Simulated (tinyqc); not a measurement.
Koster-Slater impurity in a tight-binding band, by Green functions and by supercells: one step, computed by the program tinyqc.

One orbital per site, e(k) = -2 t sum cos(k_i) over 3 direction(s), band from -6 t to 6 t, lattice constant 1. One site has the extra energy U. Spin is left out.

Question. Scattering. T = U/(1 - U G0); phase shift delta = -arg(1 - U G0) in (-pi, pi]; host density of states -Im G0/pi; on the impurity -Im[G0/(1 - U G0)]/pi; lifetime of a band state hbar/(-2 c Im T).

Inputs (values chosen for the exercise, for a model band): impurity potential U = -5.7 eV; impurity concentration c = 0.0003 per site.

Lattice: simple cubic.

G0(E + i eta) = -0.0471492-0.4390006i 1/eV

Constants: hbar = 6.582119569e-16 eV s.

Give: T matrix; phase shift delta; host density of states; density of states on the impurity; scattering lifetime.

Answer.

T matrix = -0.613-2.099i eV

phase shift delta = 1.286 rad

host density of states = 0.1397 1/eV

density of states on the impurity = 0.02056 1/eV

scattering lifetime = 522.7 fs

The Born approximation would take Im T = U^2 Im G0 = -14.3 eV, 6.80 times the full value.
